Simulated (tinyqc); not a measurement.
Ellipsometry and reflectance of a transparent film on an absorbing substrate: two steps of the calculation.

Air (index 1), film, substrate with N2 = n2 - i k2; time factor exp(+i w t). q_j = sqrt(N_j^2 - sin^2 th), root with positive real part. Fresnel coefficients r_s = (q_a - q_b)/(q_a + q_b), r_p = (N_b^2 q_a - N_a^2 q_b)/(N_b^2 q_a + N_a^2 q_b). tan(Psi) exp(i Delta) = R_p/R_s, Delta taken from 0 to 360 degrees.

Parameters, values chosen for the exercise; indices close to those of silicon dioxide on silicon: wavelength lam = 546.1 nm; angle of incidence th = 75 degrees; index of the transparent film n1 = 1.458; film thickness d = 5.8 nm; index of the substrate n2 = 4.086; extinction coefficient of the substrate k2 = 0.031.

Question 1. Interface coefficients and thickness period. q0, q1, q2 and the coefficients r01 and r12 for p and s; the results repeat in d with the period lam/(2 q1).

Wanted: q0; q1; q2; r01,p; r01,s; r12,p; r12,s; period.

Answer 1.

q0 = 0.2588
q1 = 1.092
q2 = 3.970-0.032i
r01,p = -0.3300
r01,s = -0.6168
r12,p = 0.3672-0.0031i
r12,s = -0.5685+0.0027i
period = 250.0 nm

Question 2. Psi, Delta and reflectances. beta = 2 pi d q1/lam, X = exp(-2 i beta), R = (r01 + r12 X)/(1 + r01 r12 X) for p and s.

q1 = 1.0921315
r01,p = -0.32998649
r01,s = -0.61683418
r12,p = 0.36719438-0.00308768i
r12,s = -0.56854289+0.00271917i

Find: beta; X; R_p; R_s; Psi; Delta; |R_p|^2; |R_s|^2.

Answer 2.

beta = 0.07288 rad
X = 0.9894-0.1452i
R_p = 0.03597-0.06482i
R_s = -0.8766+0.0291i
Psi = 4.831 degrees
Delta = 120.9 degrees
|R_p|^2 = 0.005495
|R_s|^2 = 0.7692

The bare substrate gives Psi = 2.771 and Delta = 175.25 degrees.

tinyqc, about 0.01 s, one thread, Intel Xeon 2.30GHz (shared host): `OMP_NUM_THREADS=1 python tinyqc.py 2870188 2870189 out.jsonl`
